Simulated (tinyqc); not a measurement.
Plane-wave Kohn-Sham cycle with exchange-only LDA in a layered model solid, step by step. One step of it, computed by the program tinyqc.

Task: Iteration 1: potential. V_H(G) = 4 pi rho(G)/G^2 for G != 0 (uniform background); v_x = -(3 rho/pi)^(1/3); V = V_ext + V_H + v_x; Fourier components f(G_m) = (1/N) sum_j f(x_j) exp(-i G_m x_j).

A solid whose potential varies along x alone (atomic units):
```
parameter                      value
period a                    6.600000
cross-section of the cell  15.000000
electrons per cell                 2
grid points                       16
plane waves -n..n, n               3
k points                           4
V1 in V1 cos(2 pi x/a)     -0.500000
V2 in V2 cos(4 pi x/a)      0.010000
```

density at the start, on the grid x_j = j a/N (e/bohr^3): [0.02020202, 0.02020202, 0.02020202, 0.02020202, 0.02020202, 0.02020202, 0.02020202, 0.02020202, 0.02020202, 0.02020202, 0.02020202, 0.02020202, 0.02020202, 0.02020202, 0.02020202, 0.02020202]

Give: Potentials on the grid; V(G_m), m = 0, 1, 2, ....

Result:

Potentials on the grid (hartree):
```
x         V_ext     V_H      v_x        V
0.0000  -0.4900  0.0000  -0.2682  -0.7582
0.4125  -0.4549  0.0000  -0.2682  -0.7231
0.8250  -0.3536  0.0000  -0.2682  -0.6218
1.2375  -0.1984  0.0000  -0.2682  -0.4666
1.6500  -0.0100  0.0000  -0.2682  -0.2782
2.0625   0.1843  0.0000  -0.2682  -0.0839
2.4750   0.3536  0.0000  -0.2682   0.0854
2.8875   0.4690  0.0000  -0.2682   0.2008
3.3000   0.5100  0.0000  -0.2682   0.2418
3.7125   0.4690  0.0000  -0.2682   0.2008
4.1250   0.3536  0.0000  -0.2682   0.0854
4.5375   0.1843  0.0000  -0.2682  -0.0839
4.9500  -0.0100  0.0000  -0.2682  -0.2782
5.3625  -0.1984  0.0000  -0.2682  -0.4666
5.7750  -0.3536  0.0000  -0.2682  -0.6218
6.1875  -0.4549  0.0000  -0.2682  -0.7231
```

V(G_m), m = 0, 1, 2, ... (hartree): [-0.2682, -0.2500, 0.0050, 0.0000, 0.0000, 0.0000, 0.0000]
